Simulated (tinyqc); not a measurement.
Length of a polyene: Hueckel, PPP and singles CI along the polyenes. Computed by the program tinyqc. Hueckel uses the same beta without repulsion; CIS keeps all single excitations and so misses the low, doubly excited 2Ag state. W is the valence ionisation energy of a centre, MN the Mataga-Nishimoto formula, f the oscillator strength.

All-trans chains of carbon centres 1.40 angstrom apart:
```
parameter                               value
beta (eV), times 1 +/- alternation  -2.280000
alternation                          0.050000
W (eV)                              11.160000
gamma_rr (eV)                       10.640000
repulsion formula                          MN
```

Gaps and excitations (eV):
```
centres  Hueckel gap  PPP orbital gap  bright singlet (CIS)       f  lowest triplet (CIS)
2             4.7880          10.0179                7.4930  0.6424                2.0830
4             3.0891           7.7536                5.3077  1.0283                1.2754
6             2.3149           6.6139                4.2823  1.4488                0.9145
8             1.8769           5.9296                3.6764  1.8458                0.7187
10            1.5963           5.4764                3.2759  2.2176                0.5993
12            1.4017           5.1570                2.9930  2.5675                0.5208
14            1.2591           4.9220                2.7843  2.9001                0.4662
```

What does the comparison show, and why?

The Hueckel gap tends to 4 x alternation x |beta| = 0.46 eV for long chains. Exchange opens the PPP orbital gap, and the attraction of electron and hole brings the bright state 2.14 eV below it at 14 centres; the triplet lies 2.32 eV lower still.
